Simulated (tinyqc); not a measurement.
Rigid-ion and shell models of the dielectric response of an ionic crystal: one step, computed by the program tinyqc.

Charges +Z and -Z; 6 nearest neighbours, Madelung constant M = 1.747565, volume per ion pair Omega = 2.000000 d^3. Energy per pair U = -M Z^2 e2/d + 6 A exp(-d/rho), e2 = e^2/(4 pi eps_0). In the shell model the anion is a core of charge Y - Z and a massless shell of charge -Y, joined by the spring k; the repulsion acts on the shell. Each ion feels the Lorentz field E + (4 pi/3) P (Gaussian units).

Question. As a gate dielectric. Capacitance per area eps_0 eps_s/t; equivalent oxide thickness EOT = t x 3.9/eps_s; the surface optical mode against silicon (eps = 11.7) lies at omega_TO sqrt[(eps_s + 11.7)/(eps_inf + 11.7)], and its squared coupling to channel electrons scales as g = hbar omega_SO [1/(11.7 + eps_inf) - 1/(11.7 + eps_s)], with hbar omega = h c x wavenumber.

Inputs (values chosen for the exercise, for a model crystal): film thickness t = 2.9 nm.

Structure: rock salt.

omega_TO = 74.60307 1/cm

eps_s = 20.48726

eps_inf = 2.754942

Constants: eps_0 = 8.8541878128e-12 F/m; 1 THz = 33.35640952 1/cm; h x 1 THz = 4.135667696 meV.

Give: capacitance per area; equivalent oxide thickness; surface optical mode; remote-phonon coupling g.

Answer.

capacitance per area = 62.55 fF/micrometre^2

equivalent oxide thickness = 0.5521 nm

surface optical mode = 111.3 1/cm

remote-phonon coupling g = 0.5260 meV
